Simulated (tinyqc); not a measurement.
Field dependence: Hall effect and magnetoresistance of several carrier groups with constant relaxation times. Computed by tinyqc, a small Python program. Command: `OMP_NUM_THREADS=1 python tinyqc.py 3029709 3029710 out.jsonl hall2 walk`. One thread of a shared host (Intel(R) Xeon(R) Processor @ 2.30GHz), about 0.01 s of CPU time with the checks.

Group 1 has charge +e and group 2 charge +e; s_i is that sign. B lies along z; mu B is formed with mu in m^2/(V s).

Inputs (values chosen for the exercise, for a model conductor):
```
quantity        value        unit
density n1    1.6e+11      1/cm^2
mobility mu1     2900  cm^2/(V s)
density n2    7.3e+12      1/cm^2
mobility mu2      820  cm^2/(V s)
```

Carriers: light and heavy holes. Densities: per area (a thin layer).

Constants: e = 1.602176634e-19 C.

Method:
- Weak field: R_H(0) = sum s_i n_i mu_i^2/(e (sum n_i mu_i)^2); MR = c B^2 with c = n1 n2 mu1 mu2 (s1 mu1 - s2 mu2)^2/(n1 mu1 + n2 mu2)^2. Strong field: R_H = 1/(e sum s_i n_i); rho_xx saturates at (n1/mu1 + n2/mu2)/(e (sum s_i n_i)^2).
- sigma_xx = sum n_i e mu_i/(1 + mu_i^2 B^2); sigma_xy = sum s_i n_i e mu_i^2 B/(1 + mu_i^2 B^2).
- rho_xx = sigma_xx/(sigma_xx^2 + sigma_xy^2); Hall coefficient R_H = sigma_xy/(B (sigma_xx^2 + sigma_xy^2)), with B in V s/cm^2 (1 T = 1e-4 V s/cm^2); magnetoresistance MR = rho_xx(B)/rho_xx(0) - 1.

saturation MR = 3.81839 %

Against the field:
```
B (T)       mu1 B  rho_xx (ohm)  R_H (cm^2/C)      MR (%)
0.17   4.9300e-02         967.8    9.3807e+05  8.3294e-03
0.52   1.5080e-01         968.4    9.3625e+05  7.6538e-02
1.4    4.0600e-01         972.4    9.2517e+05  4.9303e-01
3.4    9.8600e-01         984.9    8.9088e+05  1.7813e+00
8.6    2.4940e+00         999.0    8.5207e+05  3.2394e+00
21     6.0900e+00        1003.6    8.3962e+05  3.7073e+00
52     1.5080e+01        1004.4    8.3716e+05  3.7998e+00
140    4.0600e+01        1004.6    8.3673e+05  3.8158e+00
410    1.1890e+02        1004.6    8.3667e+05  3.8181e+00
```

MR starts as B^1.98 and ends as B^0.00; it saturates at 3.82 %. One group alone would show no magnetoresistance in this model. The rows with mu1 B well above 1 show the semiclassical limit; Landau quantisation is left out. Fields above 100 T are beyond ordinary laboratory magnets.
